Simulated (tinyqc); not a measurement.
Frequency dispersion of an accumulation capacitance by border traps, distributed model: one step of the calculation.

Traps spread evenly through the insulator exchange electrons with the semiconductor by tunnelling, with tau(x) = t0 exp(2 ka x) at depth x from the interface. The admittance per area Y seen at depth x obeys dY/dx = -Y^2/(i w eps0 eox) + q Nb ln(1 + i w tau)/tau, with Y(0) = i w Cs and w = 2 pi f; the gate sees Y(tox) = G + i w C. Working variable y = Y/(i w), in uF/cm^2. Cox = eps0 eox/tox.

Question. Scales and lumped estimate. Cox; trap-free value 1/(1/Cox + 1/Cs); response depth d = ln(1/(w t0))/(2 ka), where w tau = 1; lumped estimate: all traps within d act as C_bt = q Nb d placed at d/2, so C = 1/{1/[1/(1/Cs + d/(2 eps0 eox)) + C_bt] + (tox - d/2)/(eps0 eox)}.

Values chosen for this exercise; permittivity close to that of silicon dioxide:
```
symbol   value         unit                                               meaning
eox       4.01                             relative permittivity of the insulator
tox         10           nm                                   insulator thickness
Cs         2.8      uF/cm^2             semiconductor capacitance in accumulation
Nb      1.1e19  cm^-3 eV^-1                               density of border traps
ka         3.5         1/nm  decay constant of the wave function in the insulator
t0       1e-11            s              time constant of a trap at the interface
f        10000           Hz                                             frequency
```

Constants: q = 1.602176634e-19 C, eps0 = 8.8541878128e-14 F/cm where lengths are in cm. Results are converted to the units shown.

Give: Cox; trap-free C; d; C_bt; lumped C.

Answer.

Cox = 0.35505 uF/cm^2
trap-free C = 0.31510 uF/cm^2
d = 2.0400 nm
C_bt = 0.35953 uF/cm^2
lumped C = 0.32761 uF/cm^2

The traps within reach amount to 0.128 Cs and lie in the first 20.4 % of the insulator.

Program tinyqc, `OMP_NUM_THREADS=1 python tinyqc.py 2202187 2202188 out.jsonl`; Intel Xeon 2.30GHz, shared host, one thread, about 0.6 s.
